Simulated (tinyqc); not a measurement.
Kronig-Penney superlattice by transfer matrices: sweeps and comparisons. A value that a table varies takes the place of the one given here.

Wells (width a, potential 0, mass mw) alternate with barriers (width b, height V0, mass mb); period d = a + b; c = hbar^2/2m0. The vector (psi, psi'/m) is continuous, and a layer of thickness t carries it by M = [[cos kt, (m/k) sin kt], [-(k/m) sin kt, cos kt]] with k = sqrt(m (E - V)/c); for E < V, k = i kappa gives [[cosh, (m/kappa) sinh], [(kappa/m) sinh, cosh]] of kappa t. A Bloch state obeys cos(q d) = tr(Mb Mw)/2.

Constants: hbar^2/2m0 = 3.80998211 eV angstrom^2.

Values chosen for the exercise (near those of a GaAs superlattice with barriers of AlGaAs; not measured data):
- a = 93 angstrom (well width)
- V0 = 0.203 eV (barrier height)
- mw = 0.0662 m0 (mass in the wells)
- mb = 0.0878 m0 (mass in the barriers)
- bs = (11, 16.5, 22, 28.6, 35.2, 44, 55) angstrom (barrier widths)
- b = 22 angstrom (barrier width)

## Barrier width

First miniband against b. m_z = -2 c f'/d^2 with f = tr M/2 at the bottom of the band. E1 is the level of the single well, kappa1 its decay constant in the barrier.

First miniband:

| b (angstrom) | bottom (eV) | top (eV) | W (meV) | ln W | m_z (m0) |
|---|---|---|---|---|---|
| 11.0 | 0.0166 | 0.0497 | 33.15 | 3.501 | 0.0747 |
| 16.5 | 0.0212 | 0.0447 | 23.49 | 3.157 | 0.0838 |
| 22.0 | 0.0245 | 0.0411 | 16.63 | 2.812 | 0.0969 |
| 28.6 | 0.0272 | 0.0382 | 10.99 | 2.397 | 0.119 |
| 35.2 | 0.0290 | 0.0362 | 7.264 | 1.983 | 0.152 |
| 44.0 | 0.0304 | 0.0346 | 4.182 | 1.431 | 0.216 |
| 55.0 | 0.0315 | 0.0336 | 2.098 | 0.741 | 0.352 |

E1 = 0.0325 eV
kappa1 = 0.0627 1/angstrom

W falls from 33.1 to 2.10 meV, and both edges close in on E1. The slope of ln W is -0.0626 per angstrom over the first two rows and -0.0627 over the last two, against -kappa1 = -0.0627: the width follows one power of the tunnelling amplitude once the wells couple weakly. m_z grows by a factor 4.7.

## From one barrier to a miniband

Transmission through N barriers separated by wells, between leads of the well material: T = 4/[(M11 + M22)^2 + (u M12 - M21/u)^2] with u = k/mw and M the product over all layers; twelve evenly spaced energies around the first miniband.

Transmission:

| E (eV) | tr M/2 of a period | N = 1 | N = 2 | N = 4 | N = 8 |
|---|---|---|---|---|---|
| 0.016994 | 2.454 | 0.0885 | 0.00402 | 8.27e-06 | 3.51e-11 |
| 0.020019 | 1.818 | 0.103 | 0.00858 | 6.88e-05 | 4.49e-09 |
| 0.023043 | 1.248 | 0.116 | 0.0207 | 0.00118 | 4.65e-06 |
| 0.026068 | 0.741 | 0.130 | 0.0636 | 0.636 | 0.313 |
| 0.029093 | 0.292 | 0.143 | 0.329 | 0.151 | 0.238 |
| 0.032117 | -0.104 | 0.155 | 0.809 | 0.526 | 0.249 |
| 0.035142 | -0.450 | 0.168 | 0.199 | 0.149 | 0.340 |
| 0.038166 | -0.749 | 0.180 | 0.0889 | 0.616 | 0.299 |
| 0.041191 | -1.006 | 0.191 | 0.0553 | 0.0138 | 0.00290 |
| 0.044215 | -1.223 | 0.203 | 0.0408 | 0.00268 | 1.40e-05 |
| 0.047240 | -1.403 | 0.214 | 0.0334 | 0.00100 | 9.49e-07 |
| 0.050264 | -1.550 | 0.225 | 0.0293 | 0.000522 | 1.68e-07 |

5 of the energies lie in the miniband (|tr M/2| <= 1); there T for N = 8 runs between 0.238 and 0.34. In the gaps it falls with N: at E = 0.0503 eV from 0.000522 (N = 4) to 1.68e-07 (N = 8), a slope of ln T of -2.01 a period, against -2 arccosh|tr M/2| = -2.01.

## What each parameter does

Bottom and width of the first miniband, the gap above it, and m_z = -2 c f'/d^2 with f = tr M/2. Each row changes one parameter from the base and keeps the others.

Results:

| case | bottom (eV) | width (meV) | gap (meV) | m_z (m0) |
|---|---|---|---|---|
| base | 0.0245 | 16.6 | 61.6 | 0.0969 |
| a = 102 angstrom | 0.0218 | 13.7 | 55.4 | 0.0996 |
| b = 25 angstrom | 0.0258 | 13.8 | 65.7 | 0.1061 |
| V0 = 0.173 eV | 0.0222 | 18.6 | 55.0 | 0.0907 |
| mw = 0.0596 m0 | 0.0253 | 18.4 | 65.1 | 0.0882 |
| mb = 0.0746 m0 | 0.0248 | 18.6 | 59.7 | 0.0892 |

The largest shifts from the base row, up to three for each result and ties (the steps differ in size, so this ranks the rows, not the parameters). bottom (eV): a -0.0027, V0 -0.0023, b +0.0014. width (meV): a -3.0, b -2.9, mb +2.0. gap (meV): V0 -6.6, a -6.3, b +4.1. m_z (m0): b +0.0092, mw -0.0087, mb -0.0077.

Computed by tinyqc, a small Python program: `OMP_NUM_THREADS=1 python tinyqc.py 1282692 1282693 out.jsonl` (the numbers bound the seed that draws the inputs); one thread of a shared host (Intel(R) Xeon(R) Processor @ 2.30GHz), about 0.04 s for the whole set of steps.
